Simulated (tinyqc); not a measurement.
Potential-pH (Pourbaix) lines of a metal, its cation, its oxide and an oxyanion, with a complexing ligand: one step, computed by the program tinyqc. Command: `OMP_NUM_THREADS=1 python tinyqc.py 3011724 3011725 out.jsonl pourb walk`. One thread of a shared host (Intel(R) Xeon(R) Processor @ 2.30GHz), about 0.02 s of CPU time with the checks.

Potentials are against the standard hydrogen electrode; solids and water have unit activity; dG_f of M, H+ and the electron is zero; F = e N_A and s = R T ln(10)/F. The cation carries z = 2.

Problem. The stable species at (pH, E). M2+ + 2e = M; MO + 2H+ + 2e = M + H2O; MO2(2-) + 4H+ + 2e = M + 2H2O. For each, E0 = -dG/(z F), and E = E0 + (s/z) log10 a - (s n_H/z) pH, with no activity term for the oxide. The metal is stable below the lowest of the three lines; above it, the species of the lowest line is stable. Water lines at 1 bar: hydrogen E = -s pH, oxygen E = -dG_f(water)/(2F) - s pH.

Inputs (values chosen for the exercise, modelled on cobalt):
```
quantity                             value    unit
dG_f of water                      -237.14  kJ/mol
temperature T                       298.15       K
log10 of the dissolved activity a       -6       -
pH                                     7.3       -
potential E                              1       V
```

Species: M, M2+, MO, MO2(2-).

E0 (V): cation -0.2874530, oxide 0.1137997, oxyanion 0.9607160

s = 0.05915935 V

Constants: e = 1.602176634e-19 C; N_A = 6.02214076e+23 1/mol.

Give: lines at this pH; upper limit of immunity; hydrogen line; oxygen line; E above the limit of immunity.

Solution.

lines at this pH (V): cation -0.4649, oxide -0.3181, oxyanion -0.0805

upper limit of immunity = -0.4649 V

hydrogen line = -0.4319 V

oxygen line = 0.7970 V

E above the limit of immunity = 1.465 V

Stable here: the cation (corrosion). The point lies outside the stability range of water. Water itself can oxidise the metal at this pH. Caution: other oxidation states, hydroxides and hydrides are left out, and the lines say nothing of rates.
